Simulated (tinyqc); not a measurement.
From results back to parameters: effective mass of the heavy-hole band from tabulated energies. Two cases, with inputs chosen for the exercise.

Problem. A band follows E (1 + alpha E) = c k^2/m, c = hbar^2/2m0. Its energies at two wave vectors are given.

Constants: hbar^2/2m0 = 3.80998211 eV angstrom^2.
Find: y = c k^2/E; m; alpha.
Method. y = m + m alpha E is a straight line through the two points.

Case 1.

Values chosen (out of a larger set: band of an eight-band Kane model near GaAs; not measured data): k12 = (0.051, 0.136) 1/angstrom (two wave vectors).

energies (meV): 14.08437  73.38717

Solution.

y = c k^2/E (m0): 0.70360  0.96024
m = 0.6426 m0
alpha = 6.73 1/eV

Case 2.

Values chosen (out of a larger set: band of an eight-band Kane model near InP; not measured data): k12 = (0.0216, 0.0576) 1/angstrom (two wave vectors).

energies (meV): 1.95945  12.88429

Solution.

y = c k^2/E (m0): 0.90719  0.98109
m = 0.8939 m0
alpha = 7.57 1/eV

Computed by tinyqc, one run a case: `OMP_NUM_THREADS=1 python tinyqc.py N N+1 out.jsonl` with N = 1850045, 1850055; one thread of a shared Intel(R) Xeon(R) Processor @ 2.30GHz, about 0.01 s a run at most.
